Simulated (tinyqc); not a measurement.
Worked calculation: deep level with several charge states, and Shockley-Read-Hall recombination. Values are carried at full precision from step to step, so a last printed digit may differ when a step is redone from the rounded ones.

Energies from Ev. The defect has charge states 0, -1, -2 with weights 1, gm exp((EF - E1)/kT), exp((2 EF - E1 - E2)/kT); the shares are the weights over their sum. Boltzmann carriers: n = Nc exp((EF - Eg)/kT), p = Nv exp(-EF/kT). Neutrality: p - n + Nd + Nt <q> = 0.

Constants: kB = 8.617333262e-05 eV/K.

Parameters, chosen for this exercise (gap and densities of states near those of GaAs at this temperature; the results hold for these values, not for the real material): Eg = 1.442 eV (gap); Nc = 4.25e+17 1/cm^3 (conduction-band density of states); Nv = 9.6e+18 1/cm^3 (valence-band density of states); T = 300 K; E1 = 0.691 eV (level (0/-1) above Ev); E2 = 1.185 eV (level (-1/-2) above Ev); gm = 2 (degeneracy of the middle state, the others 1); Nt = 3e+16 1/cm^3 (defects); Nd = -2.4e+16 1/cm^3 (ionised shallow donors minus acceptors); E_try = 0.647 eV (trial Fermi level); Et = 0.691 eV (recombination level above Ev); sn = 1.1e-15 cm^2 (electron capture cross-section); sp_ = 3.3e-14 cm^2 (hole capture cross-section); vth = 18000000 cm/s (thermal velocity, both carriers); Nm = 3e+17 1/cm^3 (equilibrium holes for the lifetime steps); dn = 1.4e+13 1/cm^3 (excess pairs).

## Charge states at a trial Fermi level

Form the exponents, the shares, the mean charge and the residual of neutrality at EF = E_try.

exponents of the second and third weights: -1.702  -22.513

shares: 0 0.7328, -1 0.2672, -2 0.0000

<q> = -0.2672

n, p (1/cm^3): 1.87e+04  1.30e+08

residual = -3.20e+16 1/cm^3

The residual is negative, so EF must fall.

## The neutral state

Solve for EF.

EF = 0.1549 eV

shares at EF: 0 1.000, -1 0.000, -2 0.000

n = 0.000101 1/cm^3
p = 2.40e+16 1/cm^3

Without the defects the majority density would be 2.40e+16 1/cm^3; with them the density of these carriers is 2.40e+16, nearly the same. Most defects are in the state 0.

## Recombination through one level

One level at Et with degeneracy 1: tn = 1/(sn vth Nt), tp = 1/(sp_ vth Nt), n1 = Nc exp((Et - Eg)/kT), p1 = Nv exp(-Et/kT), ni^2 = n1 p1. Equilibrium p0 = Nm, n0 = ni^2/Nm; n = n0 + dn, p = p0 + dn. U = (n p - ni^2)/(tp (n + n1) + tn (p + p1)), lifetime dn/U; emission rates en = sn vth n1, ep = sp_ vth p1.

Evaluate each quantity.

tn, tp (microsecond): 0.001684  5.612e-05

n1, p1 (1/cm^3): 1.03e+05  2.37e+07

U = 8.32e+21 1/(cm^3 s)
lifetime = 0.00168 microsecond

The lifetime is 1.000 times the minority capture time tn and 0.968 times tn + tp, the limit of high injection.

## Emission and generation in a depleted region

With n = p = 0 the level generates pairs at G = Nt en ep/(en + ep); generation lifetime tg = ni/G; current density e G W for a width W = 1 micrometre, e = 1.602176634e-19 C.

en, ep (1/s): 0.00204  14.1

G = 6.11e+13 1/(cm^3 s)
tg = 0.0255 microsecond
current density = 9.79e-10 A/cm^2

The slower step, electron emission, limits the rate: en/ep = 0.000145.

## Checks

- U against hole capture minus emission at the steady occupation of the level (1/(cm^3 s)): both 8.316e+21.

Run: tinyqc, `OMP_NUM_THREADS=1 python tinyqc.py 1650689 1650690 out.jsonl`; Intel(R) Xeon(R) Processor @ 2.30GHz, one thread, shared host; about 0.01 s of CPU time with all checks.
